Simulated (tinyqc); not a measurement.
Switching kinetics of a ferroelectric film and the memory window of a ferroelectric gate stack: one step, computed by the program tinyqc. Command: `OMP_NUM_THREADS=1 python tinyqc.py 3012958 3012959 out.jsonl feswitch walk`. One thread of a shared host (Intel(R) Xeon(R) Processor @ 2.30GHz), about 0.01 s of CPU time with the checks.

Fields in MV/cm; 1 microcoulomb/cm^2 over eps_0 is 11.29409 MV/cm. In the stack (metal, ferroelectric, interlayer, channel) the channel is taken as a conductor.

Problem. Switched share after the pulse. Merz's law: t1 = t_inf exp[(E_a/E)^alpha] at the mean of the fields before and after switching. NLS: switched share = integral of [1 - exp(-(t/tau)^n)] F(z) dz over z = log10 tau, with the Lorentzian F = (1/pi) w/[(z - log10 t1)^2 + w^2].

Inputs (values chosen for the exercise, for a model film):
```
quantity                             value   unit
time constant t_inf                5.4e-10      s
activation field E_a                    13  MV/cm
Merz exponent alpha                      1      -
dimension n                              3      -
half width w of log10 t               0.46      -
pulse length t_p                   7.9e-07      s
breakdown field of the interlayer       11  MV/cm
```

Kinetics: nucleation-limited (NLS).

E_F before switching = 3.013895 MV/cm

E_F after switching = 1.861698 MV/cm

Give: mean field; switching time t1; switched share.

Solution.

mean field = 2.4378 MV/cm

switching time t1 = 1.1178e-07 s

switched share = 0.85051

t_p is 7.1 t1. A field higher by 10 % would shorten t1 by a factor 1.6. The step approximation 1/2 + arctan[log10(t_p/t1)/w]/pi gives 0.842. Caution: the interlayer field exceeds its breakdown field, so charge injection would change the fields. Caution: the field changes much during switching, so one mean field is a crude stand-in.
